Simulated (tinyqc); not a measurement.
# Worked calculation: free and trapped electrons in a MOS channel with a dense trap tail

Program tinyqc, `OMP_NUM_THREADS=1 python tinyqc.py 2222039 2222040 out.jsonl`; Intel Xeon 2.30GHz, shared host, one thread, about 0.02 s. Printed values are rounded.

p-type body, charge-sheet picture, full ionisation (an idealisation for deep acceptors), Boltzmann statistics for free electrons. e = Ec - EF at the surface. Acceptor-like traps of density D(E) = D0 + De exp(-E/Ew) at depth E below Ec, from 0 to Eu, hold n_t = integral of D(E)/(1 + exp((e - E)/Vt)). psi = Eg - Vt ln(Nv/Na) - e; N_dep = sqrt(2 eps0 eps_r Na (psi - Vt)/q); n_f = sqrt(N_dep^2 + 2 eps0 eps_r Vt Nc exp(-e/Vt)/q) - N_dep; Vg = Vfb + psi + q (N_dep + n_t + n_f)/Cox, Cox = eps0 eox/tox.

Values chosen for this exercise; band and dielectric values close to those of silicon: temperature T = 300 K; band gap Eg = 1.13 eV; relative permittivity eps_r = 11.9; conduction-band density of states at T Nc = 2.83e19 cm^-3; valence-band density of states at T Nv = 2.66e19 cm^-3; relative permittivity of the insulator eox = 3.9; insulator thickness tox = 27 nm; acceptor density Na = 2.2e16 cm^-3; flat-band voltage without trapped charge Vfb = -0.71 V; constant background density of acceptor-like traps D0 = 1.1e11 cm^-2 eV^-1; density of the tail at the conduction edge De = 4.3e12 cm^-2 eV^-1; decay energy of the tail Ew = 0.1 eV; depth below Ec down to which the traps reach Eu = 0.68 eV; mobility of free electrons mf = 220 cm^2/(V s); Ec - EF at the surface e = 0.08 eV.

Constants: q = 1.602176634e-19 C, kB = 1.380649e-23 J/K, Vt = kB T/q, eps0 = 8.8541878128e-14 F/cm where lengths are in cm. Results are converted to the units shown.

## Trapped charge

Trapezoid rule on 13 equal steps from 0 to Eu, f = 1/(1 + exp((e - E)/Vt)).

| point | E (eV) | D(E) f (cm^-2 eV^-1) |
|---|---|---|
| 0 | 0 | 1.91099e11 |
| 1 | 0.0523077 | 6.78411e11 |
| 2 | 0.104615 | 1.16929e12 |
| 3 | 0.156923 | 9.56482e11 |
| 4 | 0.209231 | 6.36336e11 |
| 5 | 0.261538 | 4.24122e11 |
| 6 | 0.313846 | 2.96368e11 |
| 7 | 0.366154 | 2.20476e11 |
| 8 | 0.418462 | 1.75480e11 |
| 9 | 0.470769 | 1.48810e11 |
| 10 | 0.523077 | 1.33002e11 |
| 11 | 0.575385 | 1.23633e11 |
| 12 | 0.627692 | 1.18080e11 |
| 13 | 0.68 | 1.14789e11 |

n_t = 2.73749e11 cm^-2

With 1600 steps n_t = 2.749e11 cm^-2; the coarse value is 0.43 % below it.

## Charges and gate voltage

psi, N_dep, n_f and Vg as defined, with the n_t given; free share n_f/(n_f + n_t); apparent mobility mf n_f/(n_f + n_t); gate voltage spent on traps q n_t/Cox.

psi = 0.866512 V
N_dep = 4.93207e11 cm^-2
n_f = 3.30881e11 cm^-2
Vg = 1.53182 V
free share = 54.7245 %
apparent mobility = 120.394 cm^2/(V s)
gate voltage spent on traps = 0.342937 V
